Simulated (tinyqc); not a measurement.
Hydrogen passivation of interface dangling bonds: competing passivation and dissociation with distributed barriers: one step, computed by the program tinyqc.

P_b + H2 gives P_bH + H at the rate k_f [H2]; P_bH gives P_b + H at the rate k_d. All defects start unpassivated. E_f and E_d are Gaussian and independent.

Problem. Single barriers. [H2] = solubility factor x p; a = k_f0 [H2] exp(-E_f/(k_B T)), d = k_d0 exp(-E_d/(k_B T)). For one pair of barriers the active share is y = [d + a exp(-(a + d) t)]/(a + d). Temperatures in kelvin are T(C) + 273.15.

Inputs (values chosen for the exercise, close to those used for P_b centres at the silicon-oxide interface): passivation prefactor k_f0 = 4e-08 cm^3/s; mean passivation barrier E_f = 1.57 eV; spread sigma_f = 0.042 eV; dissociation prefactor k_d0 = 2.5e+12 1/s; mean dissociation barrier E_d = 2.72 eV; spread sigma_d = 0.054 eV; H2 in the oxide per atm, solubility factor = 6.2e+17 1/(cm^3 atm); hydrogen pressure p = 0.05 atm; anneal temperature T = 200 C; anneal time t = 600 s.

Constants: k_B = 8.617333262e-05 eV/K.

Give: passivation rate a; dissociation rate d; a t; steady active share d/(a + d); active share, single barriers.

Solution.

passivation rate a = 2.347e-08 1/s

dissociation rate d = 2.665e-17 1/s

a t = 1.408e-05

steady active share d/(a + d) = 1.136e-09

active share, single barriers = 1.0000

The anneal is too short or cold to finish.
